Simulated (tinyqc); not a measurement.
# Biaxially strained (001) channel, valley splitting in an inversion layer: effect of the germanium share of the relaxed buffer

A thin layer grown on a relaxed buffer is stretched in the plane. The two valleys with their long axis along the growth direction (D2) sink against the four in-plane ones (D4); confinement in a triangular well splits them too. Only the lowest subband of each set is kept; one relaxation time, so the weakening of intervalley scattering is left out.

e_par = b1 x, e_perp = -2 (c12/c11) e_par, splitting D = Xu (e_par - e_perp), in-plane stress (c11 + c12 - 2 c12^2/c11) e_par. Levels E(m) = 2.33811 (hbar^2 q^2 F^2/(2 m))^(1/3): E2 = E(ml), E4 = E(mt) + D; N2 = 2 mt kB T/(pi hbar^2), N4 = 4 sqrt(mt ml) kB T/(pi hbar^2). EF solves Ns = N2 ln(1 + exp((EF - E2)/Vt)) + N4 ln(1 + exp((EF - E4)/Vt)); f2 is the share in D2, and 1/mc = f2/mt + (1 - f2)(1/mt + 1/ml)/2. Critical thickness (Matthews-Blakeslee, 60-degree dislocations): h = bv (1 - nu/4)[ln(h/bv) + 1]/(4 pi e_par (1 + nu)), nu = c12/(c11 + c12). The gain is mc(x = 0)/mc.

Inputs (values chosen for the exercise); values close to those of silicon on relaxed silicon-germanium: temperature T = 273 K; lattice mismatch per unit x b1 = 0.0418; elastic constant c11 = 167 GPa; elastic constant c12 = 63.9 GPa; shear deformation potential Xu = 8.85 eV; longitudinal mass ml = 0.939 m0; transverse mass mt = 0.186 m0; confining field F = 1 MV/cm; inversion density Ns = 6.2e11 cm^-2; Burgers vector bv = 0.384 nm.

Constants: q = 1.602176634e-19 C, kB = 1.380649e-23 J/K, hbar = 1.054571817e-34 J s, m0 = 9.1093837015e-31 kg, Vt = kB T/q, hbar^2/(2 m0) = 0.0380998212 eV nm^2. Results are converted to the units shown.

The same in every row: f2 without strain = 0.9754.

Results:
```
x	D (meV)	f2	mc (m0)	gain	critical thickness (nm)
0.03	19.59	0.9891	0.1868	1.006	119.8
0.09	58.77	0.9979	0.1862	1.009	32.14
0.21	137.1	0.9999	0.1860	1.010	11.07
0.27	176.3	1.000	0.1860	1.010	7.958
0.33	215.5	1.000	0.1860	1.010	6.075
0.39	254.7	1.000	0.1860	1.010	4.825
0.45	293.9	1.000	0.1860	1.010	3.943
```

Estimate the missing row, x = 0.15.

Computed row:
```
x	D (meV)	f2	mc (m0)	gain	critical thickness (nm)
0.15	97.95	0.9996	0.1860	1.010	17.03
```

With this row back in the table: As x goes from 0.03 to 0.45, f2 rises from 0.989 to 1.00 (without strain: it stays at 0.975) and the gain stays near 1.01. The gain cannot pass 1.010, reached when D4 is empty, while the critical thickness falls from 120 to 3.94 nm.

Numbers from tinyqc (`OMP_NUM_THREADS=1 python tinyqc.py 2530140 2530141 out.jsonl`; about 0.01 s on one thread of a shared Intel Xeon 2.30GHz).
